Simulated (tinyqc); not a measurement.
Etch lag against aspect ratio: ion-assisted plasma etching: sheath, surface coverage, synergy and aspect-ratio dependence. Computed by tinyqc, a small Python program. Command: `OMP_NUM_THREADS=1 python tinyqc.py 3023558 3023559 out.jsonl etch walk`. One thread of a shared host (Intel(R) Xeon(R) Processor @ 2.30GHz), about 0.06 s of CPU time with the checks.

Radicals adsorb on bare sites; ions remove covered sites with a high yield and bare sites by sputtering; a slow spontaneous reaction acts everywhere, walls included.

Inputs (values chosen for the exercise, close to those used for silicon in a halogen plasma):
```
quantity                                value       unit
plasma density n_e                    5.9e+09     1/cm^3
electron temperature T_e                  4.8         eV
ion mass M_i                               80          u
sheath voltage V                           62          V
radical density n                       4e+13     1/cm^3
radical mass M_n                           80          u
gas temperature T_g                       600          K
sticking coefficient s                   0.21          -
radicals per removed unit x                 2          -
yield slope b                            0.29  eV^(-1/2)
threshold E_th                             11         eV
sputter slope b_p                       0.014  eV^(-1/2)
sputter threshold E_p                      26         eV
spontaneous reaction probability k_c  3.7e-05          -
solid density N                         5e+22     1/cm^3
ion temperature T_i                      0.47         eV
```

Feature: round hole.

Constants: e = 1.602176634e-19 C; u = 1.6605390666e-27 kg; k_B = 1.380649e-23 J/K; eps_0 = 8.8541878128e-12 F/m.

Method:
- Bohm speed u_B = sqrt(e T_e/M_i); ion flux G_i = 0.61 n_e u_B; radical flux G_n = n c/4 with c = sqrt(8 k_B T_g/(pi M_n)).
- Debye length lambda_D = sqrt(eps_0 T_e/(e n_s)) with n_s = 0.61 n_e, T_e in volts; Child-law sheath d = (sqrt2/3) lambda_D (2 V/T_e)^(3/4); ion energy E = V + T_e/2; angular spread = arctan(sqrt(T_i/E)).
- Yields: Y = b (sqrt(E) - sqrt(E_th)) on covered sites, Y_p = b_p (sqrt(E) - sqrt(E_p)) on bare ones (zero below threshold).
- Steady coverage: s G_n (1 - theta) = x Y G_i theta; removal flux = Y G_i theta + Y_p G_i (1 - theta) + k_c G_n; rate = flux/N, 1 cm/s = 6e8 nm/min.
- Lateral rate = k_c G_n/N; anisotropy = 1 - lateral/vertical; synergy = vertical/(ions alone + radicals alone), with ions alone Y_p G_i/N and radicals alone the lateral rate.
- Transmission of a round hole: K = 1/(1 + 3A/4), walls that scatter diffusely without loss. With a loss probability S = s (1 - theta) at the floor, G_b/G_n = K/(K + S - K S); theta follows G_b, and the two are solved together. Ions are taken to reach the floor unshadowed; G_b replaces G_n in every term of the rate; A is depth over diameter.

yield Y = 1.36542

sputter yield Y_p = 0.0409632

ion flux G_i = 8.65941e+14 1/(cm^2 s)

radical flux G_n = 3.98490e+17 1/(cm^2 s)

vertical rate = 13.9872 nm/min

coverage theta = 0.972518

Floor of the feature:
```
A            K  G_b/G_n    theta  rate (nm/min)  relative rate
0.5    0.72727  0.99784  0.97246         13.986        0.99992
1.0    0.57143  0.99567  0.97240         13.985        0.99983
2.0    0.40000  0.99135  0.97228         13.982        0.99966
5.0    0.21053  0.97837  0.97193         13.975        0.99915
10.0   0.11765  0.95677  0.97131         13.963        0.99827
20.0   0.06250  0.91366  0.97000         13.937        0.99643
50.0   0.02597  0.78520  0.96526         13.849        0.99014
100.0  0.01316  0.57575  0.95322         13.646        0.97564
```

K falls by a factor 55.3 over the rows and the rate by 1.02. Among these rows the rate stays within 10 % of the open-field value up to A = 100, as near saturation the coverage changes little when G_b falls. Caution: rows with A above about 1/(2 tan(ion spread)) or 1/sqrt(k_c), often 10 to 30, are formal: ion shadowing, radical loss on the walls, redeposition of sputtered material and, in fluorocarbon plasmas, polymer growth are left out and add to the lag.
